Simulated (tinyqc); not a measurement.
Free and trapped electrons in a MOS channel with a dense trap tail: two steps of the calculation.

p-type body, charge-sheet picture, full ionisation (an idealisation for deep acceptors), Boltzmann statistics for free electrons. e = Ec - EF at the surface. Acceptor-like traps of density D(E) = D0 + De exp(-E/Ew) at depth E below Ec, from 0 to Eu, hold n_t = integral of D(E)/(1 + exp((e - E)/Vt)). psi = Eg - Vt ln(Nv/Na) - e; N_dep = sqrt(2 eps0 eps_r Na (psi - Vt)/q); n_f = sqrt(N_dep^2 + 2 eps0 eps_r Vt Nc exp(-e/Vt)/q) - N_dep; Vg = Vfb + psi + q (N_dep + n_t + n_f)/Cox, Cox = eps0 eox/tox.

Inputs (values chosen for the exercise); band and dielectric values close to those of 4H silicon carbide: temperature T = 300 K; band gap Eg = 3.26 eV; relative permittivity eps_r = 9.62; conduction-band density of states at T Nc = 1.72e19 cm^-3; valence-band density of states at T Nv = 2.52e19 cm^-3; relative permittivity of the insulator eox = 3.9; insulator thickness tox = 63 nm; acceptor density Na = 3.6e16 cm^-3; flat-band voltage without trapped charge Vfb = -2.41 V; constant background density of acceptor-like traps D0 = 1.4e10 cm^-2 eV^-1; density of the tail at the conduction edge De = 2.9e13 cm^-2 eV^-1; decay energy of the tail Ew = 0.05 eV; depth below Ec down to which the traps reach Eu = 0.7 eV; mobility of free electrons mf = 110 cm^2/(V s); Ec - EF at the surface e = 0.055 eV.

Constants: q = 1.602176634e-19 C, kB = 1.380649e-23 J/K, Vt = kB T/q, eps0 = 8.8541878128e-14 F/cm where lengths are in cm. Results are converted to the units shown.

Question 1. Trapped charge. Trapezoid rule on 16 equal steps from 0 to Eu, f = 1/(1 + exp((e - E)/Vt)).

Give: E; D(E) f; n_t.

Answer 1.

```
point	E (eV)	D(E) f (cm^-2 eV^-1)
0	0	3.0886e12
1	0.043750	4.7552e12
2	0.087500	3.9343e12
3	0.13125	2.0095e12
4	0.17500	8.8123e11
5	0.21875	3.7838e11
6	0.26250	1.6612e11
7	0.30625	7.7433e10
8	0.35000	4.0444e10
9	0.39375	2.5024e10
10	0.43750	1.8595e10
11	0.48125	1.5916e10
12	0.52500	1.4799e10
13	0.56875	1.4333e10
14	0.61250	1.4139e10
15	0.65625	1.4058e10
16	0.70000	1.4024e10
```

n_t = 6.0860e11 cm^-2

Question 2. Charges and gate voltage. psi, N_dep, n_f and Vg as defined, with the n_t given; free share n_f/(n_f + n_t); apparent mobility mf n_f/(n_f + n_t); gate voltage spent on traps q n_t/Cox.

n_t = 6.0859712e11 cm^-2

Wanted: psi; N_dep; n_f; Vg; free share; apparent mobility; gate voltage spent on traps.

Answer 2.

psi = 3.0356 V
N_dep = 1.0733e12 cm^-2
n_f = 2.3636e11 cm^-2
Vg = 6.2330 V
free share = 27.973 %
apparent mobility = 30.770 cm^2/(V s)
gate voltage spent on traps = 1.7790 V

Numbers from tinyqc (`OMP_NUM_THREADS=1 python tinyqc.py 2222001 2222002 out.jsonl`; about 0.02 s on one thread of a shared Intel Xeon 2.30GHz).
